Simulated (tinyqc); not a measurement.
# From one set of inputs to another, one input at a time

Model: Deal-Grove kinetics of thermal oxidation of silicon. Computed by tinyqc, a small Python program. Command: `OMP_NUM_THREADS=1 python tinyqc.py 3026119 3026120 out.jsonl oxide ladder`. One thread of a shared host (Intel(R) Xeon(R) Processor @ 2.30GHz), about 0.2 s of CPU time with the checks.

Oxidant diffuses through the oxide and reacts at the interface, so that dx/dt = B/(A + 2x) for the oxide thickness x.

The inputs printed are set A. Inputs not listed in the table keep their values of set A, so the rows need not describe a real material.

Inputs (values chosen for the exercise, close to those used for silicon):
```
quantity,value,unit
prefactor B0,832,um^2/h
activation energy E_B,1.25,eV
prefactor (B/A)0,6.67e+06,um/h
activation energy E_A,2,eV
temperature T,850,C
oxidant pressure p,10,atm
pressure exponent m of B/A,0.74,-
initial oxide x_i,0.025,um
time t,1.3,h
```

Ambient: dry oxygen. Surface: (111).

Constants: k_B = 8.617333262e-05 eV/K.

Method:
- B = B0 p exp(-E_B/(k_B T)), B/A = (B/A)0 p^m exp(-E_A/(k_B T)), p in atm; A = B/(B/A).
- Temperatures in kelvin are T(C) + 273.15.
- tau = (x_i^2 + A x_i)/B and x = (A/2) [sqrt(1 + 4 B (t + tau)/A^2) - 1], the root of x^2 + A x = B (t + tau).
- Silicon consumed is 0.44 times the oxide grown; the rate is B/(A + 2x).

Each row keeps all changes above it:
```
input moved,from,to,oxide thickness x (um),final growth rate (um/h),length A (um)
set A,-,-,0.067962,0.030904,0.52648
oxidant pressure p (atm),10,0.5,0.029494,0.003405,0.24161
prefactor B0 (um^2/h) and activation energy E_B (eV),"832, 1.25","883, 1.23",0.029693,0.003565,0.31528
initial oxide x_i (um),0.025,0.002,0.007349,0.004048,0.31528
prefactor (B/A)0 (um/h) and activation energy E_A (eV),"6670000, 2","6160000, 1.99",0.007472,0.004138,0.30787
temperature T (C),850,875,0.010422,0.006284,0.25949
```

Where does the difference come from?

Oxide thickness x goes from 0.0680 to 0.0104, a factor 0.153 in all. The largest single move comes from initial oxide x_i (a factor 0.247), and temperature T works against it (a factor 1.39). Final growth rate goes from 0.0309 to 0.00628, a factor 0.203 in all. The largest single move comes from oxidant pressure p (a factor 0.110), and temperature T works against it (a factor 1.52). Length A goes from 0.526 to 0.259, a factor 0.493 in all. The largest single move comes from oxidant pressure p (a factor 0.459), and prefactor B0 with activation energy E_B works against it (a factor 1.30). The single moves hold for this order of the switches; the total does not depend on the order.

Extremes, crossings and ranges named in words are read from the listed rows.
